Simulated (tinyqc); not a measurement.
# Hot electrons in a saturated n-channel MOSFET, lucky-electron model: effects of single changes

Beyond pinch-off the lateral field grows as Esat cosh(y/l) over the velocity-saturated region (pseudo-two-dimensional model). Impact ionisation in this region gives the substrate current, which biases the body forward through Rsub. Currents are per width. Local-field laws: they overstate ionisation when the field peak is narrower than an energy relaxation length.

Values chosen for this exercise; values close to those of silicon n-channel devices:
```
symbol,value,unit,meaning
L,0.5,um,channel length
tox,10,nm,oxide thickness
xj,200,nm,junction depth
VT,0.53,V,threshold
mu,420,cm^2/(V s),effective mobility
vs,7.4e6,cm/s,saturation velocity
Ai,2e6,1/cm,ionisation prefactor
Bi,1.72,MV/cm,ionisation field
Rd,0,ohm um,resistance of the lightly doped drain
Rsub,12000,ohm um,substrate resistance
kb,0.31,,fall of VT per volt of forward body bias
m,3.1,,lifetime exponent
Hl,6600,s uA/um,lifetime constant
Vd,3.5,V,drain voltage
Vg,1.6,V,gate voltage
```

Constants: eps0 = 8.8541878128e-14 F/cm where lengths are in cm. Results are converted to the units shown.

Each table varies one quantity; the others keep the values above.

## Effect of the drain voltage

Cox = 3.9 eps0/tox, l = sqrt(3 tox xj), Esat = 2 vs/mu. Overdrive g = Vg - VT + kb Vb; Vdsat = g Esat L/(g + Esat L); Id = Cox vs (g - Vdsat); dV = Vd - Id Rd - Vdsat; Em = sqrt((dV/l)^2 + Esat^2); Isub = Id (Ai/Bi) l Em exp(-Bi/Em). Vb = Rsub Isub is solved self-consistently. Lifetime tau = (Hl/Id)(Isub/Id)^(-m); 1 year = 3.15576e7 s.

Effect of the drain voltage:
```
Vd (V),Id (uA/um),Em (MV/cm),Isub (uA/um),Isub/Id,tau (years)
2.2,103.33,0.20118,0.036252,3.5084e-4,1.0384e5
2.44,103.38,0.23173,0.12897,0.0012475,2033.6
2.69,103.52,0.26363,0.36071,0.0034845,84.098
2.93,103.77,0.29429,0.79642,0.0076747,7.2555
3.17,104.20,0.32493,1.5324,0.014706,0.96241
3.41,104.86,0.35554,2.6614,0.025380,0.17615
3.66,105.85,0.38736,4.3552,0.041143,0.039030
3.9,107.16,0.41782,6.5733,0.061342,0.011178
```

Read the table: what changes, and by how much?

As Vd goes from 2.2 to 3.9 V, Em rises from 0.201 to 0.418 MV/cm, Isub rises from 0.0363 to 6.57 uA/um and tau falls from 1.04e5 to 0.0112 years. The slope of ln(tau) against 1/Vd is 88.0 V between the first two rows and 74.4 V between the last two; ten years are last met at Vd = 2.69 V among the rows. For Vd = 2.2 to 2.44 V tau is a far extrapolation that only says that hot carriers are no limit.

## Effect of the channel length

Same model as above.

Effect of the channel length:
```
L (um),Id (uA/um),Em (MV/cm),Isub (uA/um),Isub/Id,tau (years)
0.25,155.0,0.3904,6.656,0.04294,0.02335
0.35,130.2,0.3789,4.745,0.03643,0.04625
0.5,105.2,0.3670,3.205,0.03047,0.09963
0.71,82.94,0.3563,2.133,0.02571,0.2139
1,64.24,0.3473,1.419,0.02209,0.4419
1.4,49.03,0.3399,0.9514,0.01941,0.8659
2,36.19,0.3336,0.6264,0.01731,1.672
```

What does the comparison show?

As L goes from 0.25 to 2 um, Em falls from 0.390 to 0.334 MV/cm, Isub falls from 6.66 to 0.626 uA/um and tau rises from 0.0234 to 1.67 years. From the first row to the last, log10(tau) changes by 1.9: 1.2 from (Isub/Id)^(-m), which holds Em and l, and 0.63 from 1/Id. For L = 0.25 to 0.35 um the saturated region takes over 60 % of L, so using the full L in Vdsat is rough.

## Effect of the resistance of the lightly doped drain

Same model as above.

Results:
```
Rd (ohm um),Id (uA/um),Em (MV/cm),Isub (uA/um),Isub/Id,tau (years)
0,105.18,0.36701,3.2051,0.030472,0.099632
150,105.12,0.36500,3.1047,0.029534,0.10983
300,105.06,0.36299,3.0066,0.028617,0.12119
500,104.99,0.36032,2.8794,0.027426,0.13836
1200,104.75,0.35099,2.4650,0.023533,0.22290
1600,104.62,0.34568,2.2487,0.021494,0.29555
```

Estimate the missing row, Rd = 800 ohm um.

Computed row:
```
Rd (ohm um),Id (uA/um),Em (MV/cm),Isub (uA/um),Isub/Id,tau (years)
800,104.88,0.35632,2.6960,0.025705,0.16930
```

With this row back in the table: As Rd goes from 0 to 1600 ohm um, Em falls from 0.367 to 0.346 MV/cm, Isub falls from 3.21 to 2.25 uA/um and tau rises from 0.0996 to 0.296 years. From the first row to the last, log10(tau) changes by 0.47: 0.47 from (Isub/Id)^(-m), which holds Em and l, and under 0.005 from 1/Id. The price is 0.167 V dropped over Rd in the last row.

tinyqc, about 0.01 s, one thread, Intel Xeon 2.30GHz (shared host): `OMP_NUM_THREADS=1 python tinyqc.py 2550045 2550046 out.jsonl`
